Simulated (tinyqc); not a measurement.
Worked calculation: two-valley model of the transferred-electron effect. Computed by tinyqc, a small Python program that keeps every step. Command: `OMP_NUM_THREADS=1 python tinyqc.py 3001928 3001929 out.jsonl gunn walk`. One thread of a shared host (Intel(R) Xeon(R) Processor @ 2.30GHz), about 0.01 s of CPU time with the checks. Intermediate numbers are printed to about 6 digits and carried at full precision; extremes and crossings named in words are read from the listed rows.

Both kinds of valley share one electron temperature T_e, and each has a constant mobility.

Inputs (values chosen for the exercise, modelled on In0.53Ga0.47As):
```
quantity                         value        unit
central-valley mass m1           0.044         m_0
satellite-valley mass m2          0.24         m_0
satellite valleys Z                  4           -
valley separation dE              0.54          eV
central-valley mobility mu1      10000  cm^2/(V s)
satellite-valley mobility mu2      210  cm^2/(V s)
energy relaxation time tau_E       1.2          ps
lattice temperature T              300           K
electric field F                   2.1       kV/cm
mixing                             0.1           -
iteration cap                      600           -
doping n                       1.2e+15      1/cm^3
device length L                    1.4  micrometre
permittivity eps                  13.9           -
```

Solver: damped fixed point.

Constants: k_B = 8.617333262e-05 eV/K; eps_0 = 8.8541878128e-12 F/m; e = 1.602176634e-19 C.

## Equilibrium

Density-of-states ratio R = Z (m2/m1)^(3/2); n2/n1 = R exp(-dE/(k_B T_e)); mean mobility mu = (mu1 + mu2 n2/n1)/(1 + n2/n1); energy balance e mu F^2 = (3/2) k_B (T_e - T)/tau_E; v = mu F.

R = 50.9563

n2/n1 without field = 4.32113e-08

low-field mobility = 10000.00 cm^2/(V s)

dE is 20.9 k_B T, so the satellites are empty without field.

## First two iterations

Fixed point from T_e = T: T_out = T + (2/3) e mu(T_e) F^2 tau_E/k_B, T_new = T_e + mixing (T_out - T_e); stop when |T_out - T_e| is below 1e-6 K.

T_out of iteration 1 = 709.407 K

T_e after iteration 1 = 340.941 K

mu at that T_e = 9999.99 cm^2/(V s)

T_e after iteration 2 = 377.787 K

## Electron temperature

The formulas are those given above.

Course of the iteration:
```
iteration  T_e (K)  mu (cm^2/(V s))  |T_out - T_e| (K)
1          300.000         10000.00        4.09407e+02
2          340.941          9999.99        3.68466e+02
3          377.787          9999.97        3.31619e+02
4          410.949          9999.88        2.98453e+02
5          440.795          9999.67        2.68599e+02
6          467.654          9999.24        2.41722e+02
7          491.827          9998.54        2.17521e+02
...            ...              ...                ...
178        706.555          9930.32        1.74650e-06
179        706.555          9930.32        1.56564e-06
180        706.555          9930.32        1.40351e-06
181        706.555          9930.32        1.25817e-06
182        706.555          9930.32        1.12788e-06
183        706.555          9930.32        1.01108e-06
184        706.555          9930.32        9.06376e-07
```

electron temperature T_e = 706.555 K

Converged in 184 iterations.

## Velocity

The formulas are those given above.

share in the satellites = 0.711760 %

mean mobility = 9930.32 cm^2/(V s)

drift velocity = 2.08537 1e7 cm/s

## Peak, valley and negative differential mobility

Using T_e as the parameter, F(T_e) = sqrt(3 k_B (T_e - T)/(2 e mu tau_E)) and v = mu F; find the first maximum and the next minimum of v, and the most negative dv/dF between them.

threshold field = 3.79512 kV/cm

peak velocity = 2.77571 1e7 cm/s

T_e at the threshold = 1277.95 K

field of the velocity minimum = 20.6522 kV/cm

valley velocity = 2.04514 1e7 cm/s

peak-to-valley ratio = 1.35722

most negative differential mobility = -1080.45 cm^2/(V s)

At the threshold k_B T_e is dE/4.9. The field of this run lies below the threshold.

## Does a domain form?

Space charge grows at the rate n e |mu_d|/(eps eps_0) during the transit time L/v, with v the valley velocity; Kroemer's criterion asks n L > eps eps_0 v/(e |mu_d|). Transit frequency v/L.

critical n L = 1.45402e+11 1/cm^2

n L of the device = 1.68e+11 1/cm^2

transit frequency = 146.081 GHz

n L is 1.16 times the critical product: a borderline case, which this order-of-magnitude rule cannot settle.

## Velocity against field

The formulas are those given above.

The curve:
```
F (kV/cm)  T_e (K)  share in the satellites (%)  v (1e7 cm/s)  low-field line (1e7 cm/s)
0.21        304.09                  5.72440e-06       0.21000                     0.2100
0.53        326.08                  2.29661e-05       0.53000                     0.5300
1.10        412.33                  1.27923e-03       1.09999                     1.1000
1.50        508.83                  2.28371e-02       1.49966                     1.5000
2.10        706.55                  7.11760e-01       2.08537                     2.1000
2.90       1009.57                  9.31250e+00       2.63561                     2.9000
4.20       1376.90                  3.49747e+01       2.76191                     4.2000
6.30       1793.34                  6.07471e+01       2.55330                     6.3000
10.00      2404.20                  7.89931e+01       2.26657                    10.0000
21.00      4287.40                  9.21967e+01       2.04528                    21.0000
```

v falls between 4.2 and 21 kV/cm, while the share in the slow valleys goes from 35 to 92 %: transfer outruns the rise of the field. With constant mobilities n2/n1 tends to R and v ends on the line (mu1 + R mu2) F/(1 + R), a mobility of 398; real satellites saturate instead. Rows with T_e above 3000 K lie outside the range of a Maxwellian in parabolic valleys.

Checks made by the program: field recovered from T_e by the energy balance (relative difference 1e-09).
